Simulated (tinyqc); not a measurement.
## Density of surface states from the Kelvin-probe reading

Problem. n-type bulk, xi = Ec - EF = Vt ln(Nc/Nd), p0 = ni^2/Nd, ni = sqrt(Nc Nv) exp(-Eg/(2 Vt)), Eg in volts. b is the upward band bending, u = b/Vt. Space charge per area, in units of q: Qc = sign(b) sqrt((2 eps0 eps_r Vt/q) [(Nd + dn)(exp(-u) - 1) + Nd u + (p0 + dn)(exp(u) - 1)]), with dn the excess density under light (flat quasi-Fermi levels; 0 in the dark). The states hold -Ds (E0 - xi - b): negative while the Fermi level lies above the neutrality level. Neutrality: Qc + Qf + (charge of the states) = 0. Work function chi + xi + b; contact potential difference CPD = (work function of the sample) - pt. Find b, Qc and Ds.

Values chosen for this exercise; band and dielectric values close to those of silicon:
- T = 300 K (temperature)
- Eg = 1.12 eV (band gap)
- eps_r = 11.5 (relative permittivity)
- Nc = 2.83e19 cm^-3 (conduction-band density of states at T)
- Nv = 2.65e19 cm^-3 (valence-band density of states at T)
- chi = 4.1 eV (electron affinity)
- Nd = 1.3e15 cm^-3 (donor density)
- Qf = 0 cm^-2 (fixed positive charge at the surface)
- pt = 5.11 eV (work function of the probe tip)
- E0 = 0.59 eV (depth of their neutrality level below the conduction edge)

Constants: q = 1.602176634e-19 C, kB = 1.380649e-23 J/K, Vt = kB T/q, eps0 = 8.8541878128e-14 F/cm where lengths are in cm. Results are converted to the units shown.

CPD = -457.03205 mV

Solution. The CPD gives b, b gives Qc, and neutrality gives Ds.

b = 0.2948 V
Qc = 6.666e10 cm^-2
Ds = 1.800e12 cm^-2 eV^-1

Numbers from tinyqc (`OMP_NUM_THREADS=1 python tinyqc.py 2430086 2430087 out.jsonl`; about 0.01 s on one thread of a shared Intel Xeon 2.30GHz).
